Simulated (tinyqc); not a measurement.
Off-state leakage of single and stacked transistors: two steps of the calculation.

n-channel devices of unit width. Subthreshold current I(Vg, Vs, Vd) = I0 (T/300 K)^0.5 exp[(Vg - Vs - VT(T) - gb (Vs - Vb) + dd (Vd - Vs))/(nf Vt)] (1 - exp(-(Vd - Vs)/Vt)), VT(T) = VT - cT (T - 300 K). Gate-edge tunnelling Ig (Vd/1 V) exp(ag (Vd - 1 V)), for a gate at 0 V, and band-to-band leakage Ab u exp(-Bb/u), u = Vd - Vb + 1 V, flow at a drain held at V; both are taken as independent of T. In a stack of off transistors (all gates at 0 V) the same subthreshold current passes through each.

Parameters, values chosen for the exercise; values of the order met in bulk silicon logic transistors: temperature T = 330 K; supply voltage V = 0.7 V; threshold at 300 K, zero drain and body bias VT = 0.4 V; fall of the threshold with temperature cT = 0.7 mV/K; current at threshold at 300 K I0 = 0.8 uA/um; slope factor nf = 1.26; drain-induced lowering per volt dd = 0.14; rise of the threshold per volt of source-body bias gb = 0.19; gate-edge tunnelling current at 1 V Ig = 1e-6 uA/um; exponential slope of the gate current ag = 3.2 1/V; prefactor of band-to-band leakage at the drain Ab = 1 uA/(um V); its exponential voltage Bb = 19 V; body voltage Vb = 0 V.

Constants: q = 1.602176634e-19 C, kB = 1.380649e-23 J/K, Vt = kB T/q. Results are converted to the units shown.

Question 1. Leakage of one transistor. Vg = Vs = 0, Vd = V; effective threshold VT(T) - gb Vb - dd V.

Find: effective threshold; parts; total; shares.

Answer 1.

effective threshold = 0.2810 V
parts (nA/um): subthreshold 0.3295, gate edge 2.680e-4, band-to-band 0.02380
total = 0.3536 nA/um
shares (%): subthreshold 93.19, gate edge 0.07580, band-to-band 6.731

The subthreshold part is the largest.

Question 2. New Vx. Stack of two, Vx the node between them: I_low = I(0, 0, Vx), I_up = I(0, Vx, V), f = ln(I_up/I_low), f' = -(1 + gb + 2 dd)/(nf Vt) - 1/(Vt (exp(Vx/Vt) - 1)) - 1/(Vt (exp((V - Vx)/Vt) - 1)), Vx(new) = Vx - f/f'.

Vx after iteration 1 = 0.068921676 V

Find: I_low; I_up; f; f'; Vx after iteration 2.

Answer 2.

I_low = 0.02551 nA/um
I_up = 0.02552 nA/um
f = 2.571e-4
f' = -44.44 1/V
Vx after iteration 2 = 0.06893 V

tinyqc, about 0.03 s, one thread, Intel Xeon 2.30GHz (shared host): `OMP_NUM_THREADS=1 python tinyqc.py 2242156 2242157 out.jsonl`
